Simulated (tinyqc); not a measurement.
Trading HF for NH4F at fixed fluoride: speciation in dilute and buffered hydrofluoric acid, oxide etch rate and bath loading. Computed by tinyqc, a small Python program. Command: `OMP_NUM_THREADS=1 python tinyqc.py 3121318 3121319 out.jsonl hfetch walk`. One thread of a shared host (Intel(R) Xeon(R) Processor @ 2.30GHz), about 0.01 s of CPU time with the checks.

Concentrations stand for activities, NH4+ and Cl- are spectators, and water ionisation is neglected. H, F and HF2 denote the ions H+, F- and HF2-. The base temperature is 298 K.

Inputs (values chosen for the exercise, of the order of those for thermal oxide at room temperature): HF added = 0.64 mol/L; NH4F added = 0.38 mol/L; K1 = [H][F]/[HF] = 0.000671 mol/L; K2 = [HF2]/([HF][F]) = 4.44 L/mol; K3 = [H2F2]/[HF]^2 = 2.75 L/mol; rate constant of neutral HF k_a = 13 nm L/(min mol); rate constant of HF2 k_b = 61 nm L/(min mol).

Method:
- Fluoride balance: [HF] + [F] + 2 [HF2] + 2 [H2F2] = HF added + NH4F added. Acid balance: [H] + [HF] + [HF2] + 2 [H2F2] = HF added + HCl added. For a trial [H], [HF] = [H][F]/K1, and the fluoride balance is a quadratic in [F].
- Rate = k_a ([HF] + 2 [H2F2]) + k_b [HF2], an empirical two-term form.
- Total fluoride is held at HF + NH4F added, without HCl; x is the share added as HF.

Against x:
```
x         pH  [F] (mol/L)  [HF] (mol/L)  [HF2] (mol/L)  rate (nm/min)
0.05  5.1475      0.92840       0.00985        0.04061          2.612
0.15  4.5225      0.75406       0.03374        0.11297          7.411
0.30  3.9853      0.52525       0.08098        0.18885         13.042
0.40  3.7014      0.40080       0.11879        0.21140         15.448
0.50  3.4473      0.29907       0.15911        0.21128         16.767
0.60  3.2083      0.21654       0.19978        0.19208         17.168
0.75  2.8375      0.11938       0.25862        0.13708         16.506
0.90  2.3278      0.04466       0.31287        0.06204         14.851
1.00  1.6199      0.00954       0.34121        0.01445         13.642
```

What follows from these numbers?

[HF2] is largest at x = 0.4 and the rate at x = 0.6 among these rows; HF2 needs both HF and F. At its best the mixture etches 1.26 times as fast as HF alone.

Extremes, crossings and ranges named in words are read from the listed rows.
